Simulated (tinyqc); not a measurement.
# Mobility of a non-polar semiconductor in the relaxation-time approximation, step by step

A worked calculation. Computed by tinyqc, a small Python program that keeps every step. Command: `OMP_NUM_THREADS=1 python tinyqc.py 3020408 3020409 out.jsonl rta walk`. One thread of a shared host (Intel(R) Xeon(R) Processor @ 2.30GHz), about 0.01 s of CPU time with the checks. Intermediate numbers are printed to about 6 digits and carried at full precision; extremes and crossings named in words are read from the listed rows.

Each valley is treated as a sphere of mass m_d for states and rates, with one isotropic relaxation time; the conductivity mass m_c sets the current.

Inputs (values chosen for the exercise, modelled on electrons in diamond):

| quantity | value | unit |
|---|---|---|
| longitudinal mass m_l | 1.54 | m_0 |
| transverse mass m_t | 0.282 | m_0 |
| equivalent valleys Z | 6 | - |
| non-parabolicity alpha | 0.21 | 1/eV |
| static permittivity eps_s | 5.7 | - |
| density rho | 3515 | kg/m^3 |
| sound velocity v_l | 17800 | m/s |
| acoustic deformation potential D_A | 8.3 | eV |
| phonon energy hbar w | 138 | meV |
| optical or intervalley deformation potential D_o | 7.9 | 1e8 eV/cm |
| final valleys Z_f | 5 | - |
| carrier density n | 1.8e+17 | 1/cm^3 |
| compensation ratio C | 0 | - |
| temperature T | 77 | K |
| neutral impurity density N_n | 1.4e+16 | 1/cm^3 |

Band: Kane. Impurity formula: Brooks-Herring. Further scattering: neutral impurities.

Constants: k_B = 8.617333262e-05 eV/K; m_0 = 9.1093837015e-31 kg; e = 1.602176634e-19 C; hbar = 1.054571817e-34 J s; eps_0 = 8.8541878128e-12 F/m; k_B = 1.380649e-23 J/K; hbar = 6.582119569e-16 eV s.

## Masses

m_d = (m_l m_t^2)^(1/3); 1/m_c = (1/m_l + 2/m_t)/3; Hall mass factor A = 3 K_m (K_m + 2)/(2 K_m + 1)^2, K_m = m_l/m_t; N_I = n (1 + C)/(1 - C).

density-of-states mass m_d = 0.496600 m_0

conductivity mass m_c = 0.387519 m_0

Hall mass factor A = 0.859988

ionised impurity density N_I = 1.80e+17 1/cm^3

## Fermi level and screening

Kane band: hbar^2 k^2/(2 m) = E (1 + alpha E), speed v = hbar k/(m (1 + 2 alpha E)), states per spin, volume and energy g(E) = m k (1 + 2 alpha E)/(2 pi^2 hbar^2); overlap factors are set to 1. Here m = m_d. Masses are multiplied by m_0 and all formulas are in SI units. The reduced Fermi level eta = E_F/(k_B T) solves n = 2 Z int g f dE with f = 1/(1 + exp(x - eta)) (Z = 1 unless valleys are given); screening length L_s = sqrt(eps_s eps_0 k_B T/(e^2 dn/deta)), dn/deta = 2 Z int g f (1 - f) dE. Integrals over x = E/(k_B T) use 160 Gauss-Legendre points in u = sqrt(x) from 0 to sqrt(max(eta, 0) + 32).

reduced Fermi level eta = -3.63527

screening length L_s = 3.42328 nm

The gas is non-degenerate (eta < -2), and L_s is close to the Debye length.

## Rates at a few energies

Phonon occupation N_q = 1/(exp(hbar w/(k_B T)) - 1). Acoustic deformation potential (elastic, equipartition, absorption and emission together): 1/tau = 2 pi k_B T D_A^2 g(E)/(hbar rho v_l^2). Optical or intervalley deformation potential: 1/tau = (pi Z_f D_o^2/(rho w)) [N_q g(E + hbar w) + (N_q + 1) g(E - hbar w)], with g = 0 below the band edge. Each optical term is multiplied by (1 - f(E'))/(1 - f(E)), E' the final energy, for Pauli blocking. Singly charged impurities, momentum relaxation: 1/tau = N_I e^4 m (1 + 2 alpha E) Phi/(8 pi (eps_s eps_0)^2 hbar^3 k^3), with alpha = 0 for a parabolic band. Brooks-Herring: Phi = ln(1 + b) - b/(1 + b), b = 4 k^2 L_s^2. Neutral impurities (Erginsoy): 1/tau = 20 N_n a_B hbar/m, a_B = 4 pi eps_s eps_0 hbar^2/(m e^2).

Rates (1e12/s) at E = (max(eta, 0) + 0.5, 1, 2, 4) k_B T:

| E (meV) | acoustic | optical | ionised impurity | neutral impurity |
|---|---|---|---|---|
| 3.3177 | 0.043173 | 9.68197e-09 | 34.8413 | 0.0396468 |
| 6.6353 | 0.061163 | 9.75038e-09 | 23.0268 | 0.0396468 |
| 13.2707 | 0.086798 | 9.94371e-09 | 13.1428 | 0.0396468 |
| 26.5414 | 0.123603 | 1.04070e-08 | 6.7229 | 0.0396468 |

## Mobility for each process alone

mu = (m_d/m_c) (2 Z e/(3 n k_B T)) int g v^2 tau f (1 - f) dE. Averages over x are split at the emission threshold x_0 = hbar w/(k_B T): 64 Gauss-Legendre points in sqrt(x) below it and 128 in sqrt(x - x_0) above it, up to x = max(eta, 0) + 32.

acoustic mobility = 55049.7 cm^2/(V s)

optical mobility = 4.47819e+11 cm^2/(V s)

ionised impurity mobility = 435.020 cm^2/(V s)

neutral impurity mobility = 113682 cm^2/(V s)

## All processes together

Rates are added at each energy before the average. With <y> = int g v^2 y f (1 - f) dE: Hall factor r_H = A (3 n k_B T/(2 Z m_d)) <tau^2/(1 + 2 alpha E)>/<tau>^2 (alpha = 0 for a parabolic band); Hall mobility r_H mu; |S| = (k_B/e) (<x tau>/<tau> - eta); resistivity 1/(n e mu).

drift mobility mu = 425.725 cm^2/(V s)

Hall factor r_H = 1.14729

Hall mobility = 488.429 cm^2/(V s)

Seebeck coefficient |S| = 609.051 microvolt/K

resistivity = 0.0814494 ohm cm

Taking r_H = 1 in a Hall measurement would give a density 0.872 times the true one. Caution: Erginsoy's formula holds for k a_B below about 0.5 and for dopants that stay neutral, which means low temperature; elsewhere it is only a rough constant rate. Caution: n is taken as given; at low temperature (in diamond even at 300 K) real dopants can freeze out, which changes n and N_I.

## Matthiessen's rule against the full average

Matthiessen's rule adds 1/mu of the separate processes.

Separate mobilities:

| process | mu (cm^2/(V s)) | share of the sum of 1/mu (%) |
|---|---|---|
| acoustic | 5.50497e+04 | 7.81069e-01 |
| optical | 4.47819e+11 | 9.60157e-08 |
| ionised impurity | 4.35020e+02 | 9.88407e+01 |
| neutral impurity | 1.13682e+05 | 3.78227e-01 |

mobility by Matthiessen's rule = 429.977 cm^2/(V s)

excess of Matthiessen's rule over the full mu = 0.998658 %

The rule gives 430.0 against the full 425.7, 1.0 % too high; it can only overestimate, since each separate average is carried by the energies where that process is weak. One process, ionised impurity, holds 99 % of the resistance, so the error is small.

Checks made by the program: the sum rule (2 Z/(3 k_B T)) int g v^2 (1 + 2 alpha E) f (1 - f) dE = n/m_d (relative difference below 1e-10).
